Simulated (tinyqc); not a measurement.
Raising U: Hubbard chain of 5 sites, mean field against exact. Computed by the program tinyqc. 

one-body matrix (hopping and site energies) (eV):
```
         1        2        3        4        5
1  -0.4700  -1.9600   0.0000   0.0000   0.0000
2  -1.9600  -0.2400  -1.9600   0.0000   0.0000
3   0.0000  -1.9600   0.4900  -1.9600   0.0000
4   0.0000   0.0000  -1.9600  -0.1100  -1.9600
5   0.0000   0.0000   0.0000  -1.9600   0.4300
```

electrons, up and down: 3  2

Collinear unrestricted mean field (the lowest of 40 random starts) against exact diagonalisation.

Exact and mean-field results (eV):
```
U            U/t    E exact  E mean field  mean |n_up - n_down|  double occupancy, exact  first gap in the sector
0.9800    0.5000  -9.607609     -9.565512                0.2180                   0.2171                   1.7879
1.9600    1.0000  -8.598239     -8.430521                0.2658                   0.1948                   1.7336
3.9200    2.0000  -6.906097     -6.314800                0.4490                   0.1511                   1.5259
5.8800    3.0000  -5.616066     -4.697129                0.6793                   0.1135                   1.3050
7.8400    4.0000  -4.651900     -3.643008                0.8081                   0.0847                   1.1138
11.7600   6.0000  -3.379256     -2.462624                0.9122                   0.0492                   0.8359
15.6800   8.0000  -2.612596     -1.838956                0.9503                   0.0310                   0.6583
23.5200  12.0000  -1.763864     -1.200516                0.9778                   0.0151                   0.4559
39.2000  20.0000  -1.036827     -0.682682                0.9920                   0.0057                   0.2792
```

In absolute terms mean field is worst at U/t = 4.0, 1.009 eV too high: at small U it is nearly exact, and at large U it misses only exchange-scale energies. Relative to the exact energy its error is 0.4 % at the smallest U, 34 % at most and 34 % at the largest. The double occupancy falls from 0.217 to 0.006.
